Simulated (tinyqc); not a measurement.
Hubbard ring of 4 sites, step by step. One step of it, computed by the program tinyqc.

Problem. Mean-field iteration 3. H(up) = T + U n(down), H(down) = T + U n(up); fill the lowest levels; n(new) = n + mixing (n(out) - n); E = tr T (rho up + rho down) + U sum n_up n_down of the output.

one-body matrix (hopping and site energies) (eV):
```
           1          2          3          4
1   0.000000  -1.000000   0.000000  -1.000000
2  -1.000000   0.000000  -1.000000   0.000000
3   0.000000  -1.000000   0.000000  -1.000000
4  -1.000000   0.000000  -1.000000   0.000000
```

U = 8.700000 eV

electrons, up and down: 2  2

mixing = 1

n(up) after iteration 2: 1 0.949197, 2 0.050803, 3 0.949197, 4 0.050803

n(down) after iteration 2: 1 0.050803, 2 0.949197, 3 0.050803, 4 0.949197

Give: levels, up; levels, down; energy; n(up) after iteration 3; n(down) after iteration 3.

Solution.

levels, up (eV): -0.0401  0.4420  8.2580  8.7401

levels, down (eV): -0.0401  0.4420  8.2580  8.7401

energy = -0.8932 eV

n(up) after iteration 3: 1 0.9725, 2 0.0275, 3 0.9725, 4 0.0275

n(down) after iteration 3: 1 0.0275, 2 0.9725, 3 0.0275, 4 0.9725
